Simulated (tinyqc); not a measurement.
# Capacitances from a Coulomb diamond

Problem. A single-electron transistor has the bias V on its left lead and the right lead at 0 V. Its diamonds repeat every q/Cg in gate voltage, close at |V| = q/Cs with Cs = CL + CR + Cg, and have edges of slope dV/dVg = -Cg/CL and Cg/(Cs - CL). Find Cg, Cs, CL and CR.

Constants: q = 1.602176634e-19 C. Results are converted to the units shown.

gate period = 5.5247470 mV
bias at the tip of the diamond = 0.94803351 mV
slope dV/dVg of the rising edge = 0.32584270

Solution. The period gives Cg, the tip Cs, and the rising edge Cs - CL = CR + Cg.

Cg = 29.00 aF
Cs = 169.0 aF
CL = 80.00 aF
CR = 60.00 aF

Program tinyqc, `OMP_NUM_THREADS=1 python tinyqc.py 2780116 2780117 out.jsonl`; Intel Xeon 2.30GHz, shared host, one thread, about 0.01 s.
